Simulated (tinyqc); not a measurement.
Inside a calculation. Method: plane-wave Kohn-Sham cycle with exchange-only LDA in a layered model solid. Computed by tinyqc, a small Python program that keeps every step. Settings: points = 16, plane-wave index or count = 3, electrons = 2, k points = 2, area = 33.0, mixing = 1.0, iteration cap = 73, Kerker q0 = 1.0. Command: `OMP_NUM_THREADS=1 python tinyqc.py 22010 22011 out.jsonl` (the two numbers bound the seeds that draw the settings). One thread of a shared host (Intel(R) Xeon(R) Processor @ 2.60GHz), about 0.01 s of CPU time with the checks. Later iterations appear only in the table of the cycle.

## Iteration 1: potential

A solid whose potential varies along x alone (atomic units):
```
parameter,value
period a,6.600000
cross-section of the cell,33.000000
electrons per cell,2
grid points,16
"plane waves -n..n, n",3
k points,2
V1 in V1 cos(2 pi x/a),-0.160000
V2 in V2 cos(4 pi x/a),0.180000
```

density at the start, on the grid x_j = j a/N (e/bohr^3): 0.009183  0.009183  0.009183  0.009183  0.009183  0.009183  0.009183  0.009183  0.009183  0.009183  0.009183  0.009183  0.009183  0.009183  0.009183  0.009183

V_H(G) = 4 pi rho(G)/G^2 for G != 0 (uniform background); v_x = -(3 rho/pi)^(1/3); V = V_ext + V_H + v_x; Fourier components f(G_m) = (1/N) sum_j f(x_j) exp(-i G_m x_j).

Potentials on the grid (hartree):
```
x,V_ext,V_H,v_x,V
0.0000,0.0200,0.0000,-0.2062,-0.1862
0.4125,-0.0205,0.0000,-0.2062,-0.2268
0.8250,-0.1131,0.0000,-0.2062,-0.3193
1.2375,-0.1885,0.0000,-0.2062,-0.3947
1.6500,-0.1800,0.0000,-0.2062,-0.3862
2.0625,-0.0660,0.0000,-0.2062,-0.2723
2.4750,0.1131,0.0000,-0.2062,-0.0931
2.8875,0.2751,0.0000,-0.2062,0.0689
3.3000,0.3400,0.0000,-0.2062,0.1338
3.7125,0.2751,0.0000,-0.2062,0.0689
4.1250,0.1131,0.0000,-0.2062,-0.0931
4.5375,-0.0660,0.0000,-0.2062,-0.2723
4.9500,-0.1800,0.0000,-0.2062,-0.3862
5.3625,-0.1885,0.0000,-0.2062,-0.3947
5.7750,-0.1131,0.0000,-0.2062,-0.3193
6.1875,-0.0205,0.0000,-0.2062,-0.2268
```

V(G_m), m = 0, 1, 2, ... (hartree): -0.2062  -0.0800  0.0900  0.0000  0.0000  0.0000  0.0000

## Iteration 1: Hamiltonian at one k

k = 0.2500 2 pi / a

H(m,m') = (k + G_m)^2/2 delta + V(G_m - G_m'), with V(-G) = V(G).

H (hartree):
```
,-3,-2,-1,+0,+1,+2,+3
-3,3.2207,-0.0800,0.0900,0.0000,0.0000,0.0000,0.0000
-2,-0.0800,1.1816,-0.0800,0.0900,0.0000,0.0000,0.0000
-1,0.0900,-0.0800,0.0487,-0.0800,0.0900,0.0000,0.0000
+0,0.0000,0.0900,-0.0800,-0.1779,-0.0800,0.0900,0.0000
+1,0.0000,0.0000,0.0900,-0.0800,0.5018,-0.0800,0.0900
+2,0.0000,0.0000,0.0000,0.0900,-0.0800,2.0879,-0.0800
+3,0.0000,0.0000,0.0000,0.0000,0.0900,-0.0800,4.5802
```

## Iteration 1: levels at that k

Diagonalise the Hermitian matrix.

eigenvalues (hartree): -0.2130  0.0377  0.5236  1.1903  2.0929  3.2266  4.5849

## Iteration 1: new density

Motion across x is left out: the lowest 1 band(s) hold two electrons at each of the k points (j + 1/2)/nk - 1/2. Residual R = rho(out) - rho(in); rho(new) = rho(in) + 1 R, with R(G) scaled by G^2/(G^2 + 1^2) (Kerker). rho(out) = 2/(a A nk) sum |psi|^2 with psi = sum c exp(i G x). Harris energy E = band energy - dV sum rho (V_H/2 + v_x) + (3/4) dV sum rho v_x with rho(in), dV = a A/N, band energy = (2/nk) sum of the filled levels.

rho(out) (e/bohr^3): 0.013180  0.013327  0.013374  0.012509  0.010360  0.007507  0.004969  0.003389  0.002875  0.003389  0.004969  0.007507  0.010360  0.012509  0.013374  0.013327

density after iteration 1 (e/bohr^3): 0.010565  0.010833  0.011286  0.011176  0.010108  0.008483  0.007058  0.006239  0.005993  0.006239  0.007058  0.008483  0.010108  0.011176  0.011286  0.010833

energy per cell = -0.322936 hartree

## Iteration 2: potential

As before.

Potentials on the grid (hartree):
```
x,V_ext,V_H,v_x,V
0.0000,0.0200,0.0329,-0.2161,-0.1632
0.4125,-0.0205,0.0313,-0.2179,-0.2071
0.8250,-0.1131,0.0262,-0.2209,-0.3078
1.2375,-0.1885,0.0167,-0.2202,-0.3919
1.6500,-0.1800,0.0032,-0.2129,-0.3897
2.0625,-0.0660,-0.0123,-0.2008,-0.2792
2.4750,0.1131,-0.0263,-0.1889,-0.1020
2.8875,0.2751,-0.0358,-0.1813,0.0580
3.3000,0.3400,-0.0392,-0.1789,0.1219
3.7125,0.2751,-0.0358,-0.1813,0.0580
4.1250,0.1131,-0.0263,-0.1889,-0.1020
4.5375,-0.0660,-0.0123,-0.2008,-0.2792
4.9500,-0.1800,0.0032,-0.2129,-0.3897
5.3625,-0.1885,0.0167,-0.2202,-0.3919
5.7750,-0.1131,0.0262,-0.2209,-0.3078
6.1875,-0.0205,0.0313,-0.2179,-0.2071
```

V(G_m), m = 0, 1, 2, ... (hartree): -0.2050  -0.0720  0.0923  0.0007  -0.0001  0.0000  0.0000

## Iteration 2: Hamiltonian at one k

k = 0.2500 2 pi / a

As before.

H (hartree):
```
,-3,-2,-1,+0,+1,+2,+3
-3,3.2219,-0.0720,0.0923,0.0007,-0.0001,0.0000,0.0000
-2,-0.0720,1.1827,-0.0720,0.0923,0.0007,-0.0001,0.0000
-1,0.0923,-0.0720,0.0499,-0.0720,0.0923,0.0007,-0.0001
+0,0.0007,0.0923,-0.0720,-0.1767,-0.0720,0.0923,0.0007
+1,-0.0001,0.0007,0.0923,-0.0720,0.5030,-0.0720,0.0923
+2,0.0000,-0.0001,0.0007,0.0923,-0.0720,2.0890,-0.0720
+3,0.0000,0.0000,-0.0001,0.0007,0.0923,-0.0720,4.5814
```

## Iteration 2: levels at that k

As before.

eigenvalues (hartree): -0.2076  0.0363  0.5243  1.1912  2.0940  3.2273  4.5856

## Iteration 2: new density

As before.

rho(out) (e/bohr^3): 0.012536  0.012758  0.013019  0.012443  0.010548  0.007828  0.005309  0.003702  0.003172  0.003702  0.005309  0.007828  0.010548  0.012443  0.013019  0.012758

density after iteration 2 (e/bohr^3): 0.011358  0.011649  0.012116  0.011886  0.010454  0.008253  0.006214  0.004944  0.004536  0.004944  0.006214  0.008253  0.010454  0.011886  0.012116  0.011649

energy per cell = -0.316370 hartree

## Convergence

Stop when sqrt(dV sum R^2) is below 1e-8, dV = a A/N.

Course of the cycle:
```
iteration,E (hartree),norm of the residual
1,-0.322936,5.93e-02
2,-0.316370,2.58e-02
3,-0.315286,1.14e-02
4,-0.315099,5.09e-03
5,-0.315065,2.29e-03
6,-0.315058,1.04e-03
7,-0.315056,4.71e-04
8,-0.315056,2.14e-04
9,-0.315056,9.71e-05
10,-0.315056,4.41e-05
11,-0.315056,2.01e-05
12,-0.315056,9.11e-06
13,-0.315056,4.14e-06
14,-0.315056,1.88e-06
15,-0.315056,8.55e-07
16,-0.315056,3.88e-07
17,-0.315056,1.76e-07
18,-0.315056,8.02e-08
19,-0.315056,3.64e-08
20,-0.315056,1.66e-08
21,-0.315056,7.52e-09
```

Converged in 21 iterations. Before convergence this energy mixes input and output and is not variational, so it may rise towards its limit.
